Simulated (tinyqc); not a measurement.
Shockley state of an s-p chain by decimation: one step. First round of decimation. Two cases, with inputs chosen for the exercise.

Problem. Carry out one round.

Each site has s at -d/2 and p at +d/2: H0 = diag(-d/2, d/2). The block to the next site on the right is H1 = [[-ts, u], [-u, tp]] (rows s, p of site n; columns s, p of site n + 1). Bulk: H(k) = [[-d/2 - 2 ts cos k, 2i u sin k], [-2i u sin k, d/2 + 2 tp cos k]]. The bands are inverted at k = pi if d < 2 (ts + tp).

Decimation (Sancho-Rubio) at z = E + i eta: start with es = e = H0, A = H1, B = H1^T. Each round forms g = (z - e)^-1 and sets es += A g B, e += A g B + B g A, A = A g A, B = B g B, doubling the length covered. Stop when all |A| < 1e-10. Surface G = (z - es)^-1, bulk G = (z - e)^-1; densities -Im tr G/pi.

Case 1.

Values chosen: d = 2.25 eV (Ep - Es); ts = 1.16 eV (s-s hopping); tp = 0.9 eV (p-p hopping); u = 0.54 eV (s-p hopping); E = 0.13 eV (energy); eta = 0.02 eV (broadening).

Case 2.

Values chosen: d = 8.13 eV (Ep - Es); ts = 1.23 eV (s-s hopping); tp = 1.5 eV (p-p hopping); u = 0.41 eV (s-p hopping); E = -0.14 eV (energy); eta = 0.05 eV (broadening).

Give: g; es; e; A.

Solution.

Case 1.

g (1/eV):
```
                s                p
s  0.7966-0.0127i           0.0000
p          0.0000  -1.0046-0.0202i
```

es (eV):
```
                 s               p
s  -0.3460-0.0230i  0.0108-0.0178i
p   0.0108-0.0178i  0.5436-0.0201i
```

e (eV):
```
                s                p
s  0.4329-0.0459i           0.0000
p          0.0000  -0.0379-0.0401i
```

A (eV):
```
                s                p
s  1.3649-0.0112i  -0.9872-0.0019i
p  0.9872+0.0019i  -1.0460-0.0127i
```

Case 2.

g (1/eV):
```
                s                p
s  0.2547-0.0032i           0.0000
p          0.0000  -0.2378-0.0028i
```

es (eV):
```
                 s                p
s  -3.7196-0.0054i  -0.0178-0.0034i
p  -0.0178-0.0034i   3.5728-0.0069i
```

e (eV):
```
                 s               p
s  -3.3742-0.0108i          0.0000
p           0.0000  3.0806-0.0138i
```

A (eV):
```
                s                p
s  0.4254-0.0044i  -0.2747-0.0001i
p  0.2747+0.0001i  -0.5778-0.0058i
```

Computed by tinyqc, one run a case: `OMP_NUM_THREADS=1 python tinyqc.py N N+1 out.jsonl` with N = 1482461, 1482639; one thread of a shared Intel(R) Xeon(R) Processor @ 2.30GHz, about 0.3 s a run at most.
